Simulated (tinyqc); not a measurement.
Vertical double-diffused power MOSFET, components of the on-resistance: two steps of the calculation.

Stripe cells of pitch Wp + a, two channels a cell. Current flows through the channels, spreads in the accumulation layer, passes the gap between the p bodies and spreads at 45 degrees into the drift layer below them. Low drain voltage, full ionisation.

Values chosen for this exercise; bulk values close to those of gallium nitride:
```
symbol,value,unit,meaning
T,400,K,temperature
eps_r,9.3,,relative permittivity
Kc,26100,V/cm per (cm^-3)^(1/8),critical-field constant
BV,650,V,rated breakdown voltage of the drift layer
mud,932,cm^2/(V s),drift mobility at 300 K
bt,2.5,,temperature exponent of the drift mobility
tox,44,nm,gate oxide thickness (eps_r 3.9)
Vov,10,V,gate overdrive
mch,16,cm^2/(V s),channel mobility
mac,62,cm^2/(V s),accumulation-layer mobility
Lc,1,um,channel length
Wp,5.1,um,"width of the p body in one cell, channels included"
a,3.7,um,gap between neighbouring p bodies
xp,1.1,um,depth of the p body
Nj,1,,doping of the gap over the drift doping
Vbi,3.06,V,built-in voltage of the body junction
Rs,0.16,mohm cm^2,substrate and contact resistance
```

Constants: q = 1.602176634e-19 C, eps0 = 8.8541878128e-14 F/cm where lengths are in cm. Results are converted to the units shown.

Problem 1. Drift layer. Triangular field at breakdown with Ec = Kc N^(1/8): BV = eps0 eps_r Ec^2/(2 q N), so N = (eps0 eps_r Kc^2/(2 q BV))^(4/3); W = 2 BV/Ec; mu = mud (T/300 K)^(-bt); rho = 1/(q mu N); ideal resistance rho W.

Give: N; Ec; W; mu; rho; ideal resistance.

Solution 1.

N = 3.747e16 cm^-3
Ec = 3.079 MV/cm
W = 4.223 um
mu = 454.0 cm^2/(V s)
rho = 0.3669 ohm cm
ideal resistance = 0.1549 mohm cm^2

Problem 2. Components of the on-resistance. Pitch p = Wp + a, Cox = 3.9 eps0/tox; zero-bias depletion in the gap w0 = sqrt(2 eps0 eps_r Vbi/(q N Nj)), open gap g = a - 2 w0; R_ch = Lc p/(2 mch Cox Vov); R_acc = 0.6 a p/(4 mac Cox Vov), 0.6 being an empirical factor for current leaving the layer along its length; R_gap = (rho/Nj) xp p/g; spreading depth t = min(W, (p - g)/2); R_drift = (rho p/2) ln((g + 2 t)/g) + rho (W - t); R_on = the sum with Rs.

N = 3.7469560e16 cm^-3
W = 4.2227271 um
mu = 454.01382 cm^2/(V s)
rho = 0.36689512 ohm cm

Give: w0; g; components; R_on; shares.

Solution 2.

w0 = 0.2897 um
g = 3.121 um
components (mohm cm^2): channel 3.504, accumulation 1.004, gap 0.1138, drift 0.2181, substrate 0.1600
R_on = 5.000 mohm cm^2
shares (%): channel 70.09, accumulation 20.08, gap 2.28, drift 4.36, substrate 3.20

The channel term is the largest. R_on is 32.3 times the ideal drift resistance, and spreading raises the drift term to 1.41 times it.

tinyqc, about 0.01 s, one thread, Intel Xeon 2.30GHz (shared host): `OMP_NUM_THREADS=1 python tinyqc.py 2230055 2230056 out.jsonl`
